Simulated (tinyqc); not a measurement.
Planar metal-insulator-metal capacitor: capacitance, non-linearity, leakage and relaxation: one step of the calculation.

A film between two metal electrodes, each interface adding a series capacitance ci. The small-signal permittivity is ek (1 + aq E^2); the field is found with the linear permittivity. Leakage J = J0 sinh(E/Ef). After a voltage step the film passes a relaxation current kr C V tt^(-nr), tt being the time in seconds.

Question. Planar capacitance, field and non-linearity. Planar film: Cf = eps0 ek/t, 1/C = 1/Cf + 2/ci, EOT = 3.9 eps0/C, effective permittivity C t/eps0, E = (V/t) C/Cf; quadratic coefficient [C(V)/C - 1]/V^2 with Cf (1 + aq E^2) in C(V).

Parameters, values chosen for the exercise; permittivity of the order of that of titanium dioxide: relative permittivity of the film ek = 83.4; film thickness t = 10 nm; capacitance of each electrode interface (dead layer and screening) ci = 1000 uF/cm^2; quadratic field coefficient of the permittivity aq = 0.016 cm^2/MV^2; bias V = 1.1 V; leakage prefactor J0 = 2.5e-11 A/cm^2; field for an e-fold rise of the leakage Ef = 0.23 MV/cm.

Constants: eps0 = 8.8541878128e-14 F/cm where lengths are in cm. Results are converted to the units shown.

Find: Cf; C; EOT; effective permittivity; E; quadratic coefficient; J.

Answer.

Cf = 7.3844 uF/cm^2
C = 7.2769 uF/cm^2
EOT = 0.47453 nm
effective permittivity = 82.186
E = 1.0840 MV/cm
quadratic coefficient = 15307 ppm/V^2
J = 1.3922e-9 A/cm^2

The interfaces take 1.46 % of the voltage.

Computed by the program tinyqc: `OMP_NUM_THREADS=1 python tinyqc.py 2102105 2102106 out.jsonl`, one thread of a shared Intel Xeon 2.30GHz, about 0.01 s for the whole run.
